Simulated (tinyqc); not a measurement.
# Random telegraph noise from one oxide trap in a small MOSFET, step by step

Computed by the program tinyqc: `OMP_NUM_THREADS=1 python tinyqc.py 2710141 2710142 out.jsonl`, one thread of a shared Intel Xeon 2.30GHz, about 0.01 s for the whole run. Printed values are rounded.

An acceptor-like trap exchanges electrons with the channel. Inversion charge Q = Cox u, u = n Vt W0(exp((Vg - VT)/(n Vt))), W0 the Lambert function, n = nf, Cox = eps0 eox/tox; linear regime Id = (W/L) mu Q Vd. Relative to threshold the surface potential rises by Vt ln(u/u0) and the oxide voltage by the rest of Vg - VT, with u0 = n Vt W0(1).

Inputs (values chosen for the exercise); values of the order met in silicon transistors:
- T = 200 K (temperature)
- eox = 3.9 (relative permittivity of the gate insulator (close to silicon dioxide))
- tox = 4.3 nm (insulator thickness)
- xt = 1.4 nm (depth of the trap from the channel interface)
- E0 = 0.02 eV (trap level above the channel Fermi level at threshold)
- s0 = 9e-15 cm^2 (capture prefactor)
- EB = 0.17 eV (capture barrier (lattice relaxation))
- lt = 0.13 nm (tunnelling decay length)
- vth = 1.5e7 cm/s (thermal velocity)
- zi = 1.6 nm (thickness of the inversion layer)
- VT = 0.22 V (threshold voltage)
- nf = 1.16 (body factor)
- W = 260 nm (gate width)
- L = 29 nm (gate length)
- mu = 320 cm^2/(V s) (mobility)
- asc = 0 V s (scattering coefficient of the charged trap)
- Vd = 0.1 V (drain voltage)
- Vg = 0.22 V (gate voltage)

Constants: q = 1.602176634e-19 C, kB = 1.380649e-23 J/K, Vt = kB T/q, eps0 = 8.8541878128e-14 F/cm where lengths are in cm. Results are converted to the units shown.

Range of the model: With fewer than ten electrons in the channel, current percolates around random dopants and traps, and real steps can be several times larger than this uniform estimate. VT is taken as given; short-channel effects and the uneven flow of current among few electrons are left out.

## Trap level, time constants and occupancy

N = Cox u/q; dpsi = Vt ln(u/u0); E = E0 - dpsi - (xt/tox)(Vg - VT - dpsi); capture time tc = 1/[(N/zi) vth s0 exp(-xt/lt - EB/Vt)]; emission time te = tc exp(-E/Vt); occupancy te/(tc + te).

u = 0.0113384 V
N = 5.68314e10 cm^-2
dpsi = 0 V
E = 0.02 eV
tc = 0.0190558 s
te = 0.00597103 s
occupancy = 0.238585

The trap lies 1.2 Vt above the Fermi level, so it is filled 23.9 % of the time.

## Step height

A = W L; threshold step dV = q (1 - xt/tox)/(Cox A); gm/Id = 1/(u + n Vt); relative step dI/I = (gm/Id) dV + asc mu/A. Id as defined.

electrons in the channel N A = 4.28509
dV = 1.78453 mV
gm/Id = 31.9176 1/V
number part of dI/I = 5.69579 %
dI/I = 5.69579 %
Id = 2.61231 uA
dI = 148.791 nA

## Lorentzian spectrum

Spectrum S(f) = 4 dI^2/{(tc + te)[(1/tc + 1/te)^2 + (2 pi f)^2]}; corner fc = (1/tc + 1/te)/(2 pi); variance dI^2 tc te/(tc + te)^2. Give S at f = 0, at fc and at 10 fc.

fc = 35.0066 Hz
S(0) = 7.31394e-17 A^2/Hz
S(fc) = 3.65697e-17 A^2/Hz
S(10 fc) = 7.24152e-19 A^2/Hz
rms current = 63.4177 nA

The rms value is 0.426 of the step; it reaches its largest share, 1/2, when tc = te.
